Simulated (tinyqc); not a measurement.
From results back to parameters: phonon-assisted absorption at an indirect gap. Four cases, with inputs chosen for the exercise.

Problem. One phonon: alpha = A [N (E - Eg + w)^2 + (N + 1)(E - Eg - w)^2], each term only above its threshold, N = 1/(exp(w/kB Tm) - 1). The first two energies lie below the emission threshold and the third above it.

Constants: kB = 8.617333262e-05 eV/K.

Case 1.

Values chosen (out of a larger set: loosely those of Si at room temperature; Eg is not tied to T; not measured data): Es = (1.086, 1.152, 1.214) eV (three photon energies); Tm = 300 K.

alpha at the three energies (1/cm): 0.2124097  3.330320  15.36569

Case 2.

Values chosen (out of a larger set: loosely those of SiGe at room temperature; Eg is not tied to T; not measured data): Es = (0.933, 0.995, 1.055) eV (three photon energies); Tm = 300 K.

alpha at the three energies (1/cm): 0.2273945  3.793798  17.83326

Case 3.

Values chosen (out of a larger set: loosely those of Si at room temperature; Eg is not tied to T; not measured data): Es = (1.094, 1.164, 1.228) eV (three photon energies); Tm = 250 K.

alpha at the three energies (1/cm): 0.09000981  1.424877  8.083022

Case 4.

Values chosen (out of a larger set: loosely those of GaP at room temperature; Eg is not tied to T; not measured data): Es = (2.199, 2.255, 2.313) eV (three photon energies); Tm = 250 K.

alpha at the three energies (1/cm): 0.1944562  3.205512  18.01337

Find: slope sqrt(A N); threshold Eg - w; w; Eg; A.

Solution. sqrt(alpha) at the first two energies is a line with slope sqrt(A N) and intercept Eg - w. The excess at the third energy is A N exp(w/kB Tm) (E - (Eg - w) - 2w)^2, which has one root w with the emission threshold between the second and third energies.

Case 1.

slope sqrt(A N) = 20.67 1/(cm^(1/2) eV)
threshold Eg - w = 1.0637 eV
w = 55.3 meV
Eg = 1.119 eV
A = 3.2e+03 1/(cm eV^2)

Case 2.

slope sqrt(A N) = 23.72 1/(cm^(1/2) eV)
threshold Eg - w = 0.9129 eV
w = 51.1 meV
Eg = 0.964 eV
A = 3.5e+03 1/(cm eV^2)

Case 3.

slope sqrt(A N) = 12.77 1/(cm^(1/2) eV)
threshold Eg - w = 1.0705 eV
w = 58.5 meV
Eg = 1.129 eV
A = 2.3e+03 1/(cm eV^2)

Case 4.

slope sqrt(A N) = 24.10 1/(cm^(1/2) eV)
threshold Eg - w = 2.1807 eV
w = 46.3 meV
Eg = 2.227 eV
A = 4.4e+03 1/(cm eV^2)

Computed by tinyqc, one run a case: `OMP_NUM_THREADS=1 python tinyqc.py N N+1 out.jsonl` with N = 1650482, 1650522, 1650541, 1650558; one thread of a shared Intel(R) Xeon(R) Processor @ 2.30GHz, about 0.01 s a run at most.
